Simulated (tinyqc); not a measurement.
Small-signal admittance of a forward-biased p+-n diode: one step of the calculation.

Holes injected into a neutral base of width wb with an ohmic contact at its end; low injection, p0 far above the equilibrium density. A small voltage v exp(i w t), w = 2 pi f, modulates the edge density by p0 v/Vt, and the small-signal density obeys Dp d2p/dx2 = (1/tau + i w) p.

Task. Closed-form admittance. L = sqrt(Dp tau); direct current J = (q Dp p0/L) coth(wb/L); k = sqrt(1 + i w tau)/L; diffusion admittance Y = (q Dp p0/Vt) k coth(k wb) = G + i w C_diff; junction capacitance C_j = sqrt(q eps0 eps_r Nd/(2 Vr)) in the depletion approximation, with the remaining barrier Vr = Vt ln(Na/p0), a rough value under forward bias; base-width modulation is left out.

Inputs (values chosen for the exercise); permittivity close to that of silicon:

| symbol | value | unit | meaning |
|---|---|---|---|
| T | 300 | K | temperature |
| eps_r | 11.7 |  | relative permittivity |
| Nd | 1.1e16 | cm^-3 | donor density of the base |
| Dp | 8.2 | cm^2/s | hole diffusion coefficient |
| tau | 4e-7 | s | hole lifetime |
| wb | 16 | um | width of the neutral base |
| p0 | 4.3e12 | cm^-3 | excess hole density at the junction edge |
| Na | 1e19 | cm^-3 | acceptor density of the p+ side |
| f | 1.3e5 | Hz | signal frequency |

Constants: q = 1.602176634e-19 C, kB = 1.380649e-23 J/K, Vt = kB T/q, eps0 = 8.8541878128e-14 F/cm where lengths are in cm. Results are converted to the units shown.

Give: L; J; k wb; Y; C_diff; C_j.

Result.

L = 18.11 um
J = 0.004405 A/cm^2
k wb = 0.8949+0.1425i
Y = 0.1705+0.0105i S/cm^2
C_diff = 0.01288 uF/cm^2
C_j = 0.04908 uF/cm^2

G is 1.00 times its low-frequency value J/Vt, and C_diff is 0.262 times C_j.

Computed by the program tinyqc: `OMP_NUM_THREADS=1 python tinyqc.py 2890131 2890132 out.jsonl`, one thread of a shared Intel Xeon 2.30GHz, about 0.01 s for the whole run.
